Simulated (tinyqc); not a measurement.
Hole subbands of a hard-walled well, four-band Luttinger model, step by step. Values are carried at full precision from step to step, so a last printed digit may differ when a step is redone from the rounded ones.

Constants: hbar^2/2m0 = 3.80998211 eV angstrom^2.

Parameters, chosen for this exercise (near those of Ge; not measured data):
- b = -2.57 eV (shear deformation potential)
- C11 = 129.8 GPa
- C12 = 48 GPa
- e_par = -0.0083 (strain in the plane)
- g1 = 13.4 (Luttinger gamma1)
- g2 = 4.24 (gamma2)
- L = 65 angstrom (well width along [001])
- g3 = 5.7 (gamma3)
- k = 0.0673 1/angstrom (wave vector in the plane)
- N = 3 (sines for each component)
- kmax = 0.116 1/angstrom (end of the path)

## Shear strain energy

e_perp = -2 (C12/C11) e_par and Zs = b (e_par - e_perp); Zs > 0 lifts the heavy-hole edge by Zs and lowers the light-hole edge by Zs.

e_perp = 0.00614
shear strain energy Zs = 0.03711 eV

## Levels at k = 0

R and S vanish: HHn = c (g1 - 2 g2)(n pi/L)^2 - Zs and LHn = c (g1 + 2 g2)(n pi/L)^2 + Zs, c = hbar^2/2m0, hole energies counted downwards. Sort HH1 to HH4 and LH1, LH2.

Levels:

| subband | E (eV) |
|---|---|
| HH1 | 0.0067 |
| HH2 | 0.1380 |
| LH1 | 0.2318 |
| HH3 | 0.3570 |
| HH4 | 0.6635 |
| LH2 | 0.8160 |

The top subband is HH1, 131.4 meV from HH2. The confinement energy of LH1 or the strain splitting is not small against a spin-orbit splitting of about 0.292 eV, so a six-band model would move the light holes.

## The matrix at one k

Hole energies are counted downwards from the unstrained band edge, c = hbar^2/2m0. After the usual block transformation one block is H = [[P + Q - Zs, R - i S], [R + i S, P - Q + Zs]] in (heavy, light), with P +/- Q = c [(g1 +/- g2) k^2 + (g1 -/+ 2 g2) kz^2], R = sqrt(3) c gR k^2, S = 2 sqrt(3) c g3 k kz, kz = -i d/dz; axial approximation gR = (g2 + g3)/2. Zs = b (e_par - e_perp) is the shear part of the strain (the hydrostatic part shifts all levels alike and is left out). Basis sqrt(2/L) sin(n pi z/L), n = 1 to N, for each component: kz^2 gives (n pi/L)^2 and the heavy-light block is R delta_nm - 2 sqrt(3) c g3 k D_nm with D_nm = 4 n m/(L (n^2 - m^2)) for n + m odd, 0 otherwise. The other block has the same levels. The split-off band is left out.

Fill in the 2N x 2N matrix, in meV.

H(k) (meV):
```
        h1       h2       h3       l1       l2       l3
h1  311.09        0        0   148.55   207.71        0
h2       0   442.45        0  -207.71   148.55   373.88
h3       0        0   661.39        0  -373.88   148.55
l1  148.55  -207.71        0   389.91        0        0
l2  207.71   148.55  -373.88        0   974.12        0
l3       0   373.88   148.55        0        0  1947.79
```

## Levels and mixing

Diagonalise; give the four lowest hole energies and the weight of the heavy component (the first half of the basis) in each.

levels (meV): 107.21  206.08  470.21  617.93

heavy weight: 0.559  0.778  0.854  0.437

The most mixed of the four is number 1, with 56 % heavy character. Against 60 sines these levels lie 1.9, 12.3, 92.9 and 103.7 meV too high: the small basis is not converged.

## Dispersion in the plane

N = 20, nine points from 0 to kmax.

Hole energies (meV):

| k (1/angstrom) | E1 | E2 | E3 | E4 | heavy weight of 1 | heavy weight of 2 |
|---|---|---|---|---|---|---|
| 0.0000 | 6.68 | 138.05 | 231.84 | 356.99 | 1.000 | 1.000 |
| 0.0145 | 17.92 | 129.67 | 256.60 | 352.32 | 0.996 | 0.855 |
| 0.0290 | 47.47 | 121.97 | 314.28 | 343.29 | 0.960 | 0.729 |
| 0.0435 | 77.60 | 136.41 | 341.11 | 388.74 | 0.788 | 0.777 |
| 0.0580 | 94.64 | 172.88 | 357.24 | 467.39 | 0.616 | 0.809 |
| 0.0725 | 112.26 | 203.28 | 389.66 | 539.43 | 0.534 | 0.736 |
| 0.0870 | 136.52 | 224.84 | 417.86 | 607.44 | 0.485 | 0.662 |
| 0.1015 | 168.33 | 246.19 | 435.99 | 663.96 | 0.451 | 0.607 |
| 0.1160 | 207.59 | 272.35 | 451.51 | 700.06 | 0.425 | 0.566 |

At small k the hole energy falls in subbands 2 and 4: an electron-like mass, caused by repulsion from a deeper subband. E2 - E1 is smallest, 58.8 meV, at k = 0.0435 of the points listed. The top subband goes from 1.00 to 0.43 in heavy weight.

## Mass of HH1 in the plane

Second order in k: 1/m = g1 + g2 - sum_n 12 c g3^2 D_1n^2/(LHn - HH1) over even n up to 60, with D_1n = 4n/(L (n^2 - 1)) in size, LHn - HH1 = c [(g1 + 2 g2) n^2 - (g1 - 2 g2)](pi/L)^2 + 2 Zs, c = hbar^2/2m0.

LHn - HH1 for n = 2, 4, 6 (meV): 809.4  3146.2  7040.9
terms for n = 2, 4, 6: 3.0890  0.1271  0.0235
sum of all terms = 3.2534
mass without mixing, 1/(g1 + g2) = 0.0567 m0
1/m with mixing = 14.3866 1/m0

Mixing with the light holes takes m from 0.057 to 0.070 m0.

## Checks

- 1/m of HH1 from the full matrix (N = 60) at small k against second order: both 14.387.
- The 2 x 2 block with gR = g2 (k along [100]) for a plane wave (k, 0, pi/L) against the bulk heavy-hole formula, eV: both 0.07492.
- Lowest level at the given k on a real-space grid of 240 points against 60 sines, eV: both 0.1053.

Computed by tinyqc, a small Python program: `OMP_NUM_THREADS=1 python tinyqc.py 1281032 1281033 out.jsonl` (the numbers bound the seed that draws the inputs); one thread of a shared host (Intel(R) Xeon(R) Processor @ 2.30GHz), about 0.2 s for the whole set of steps.
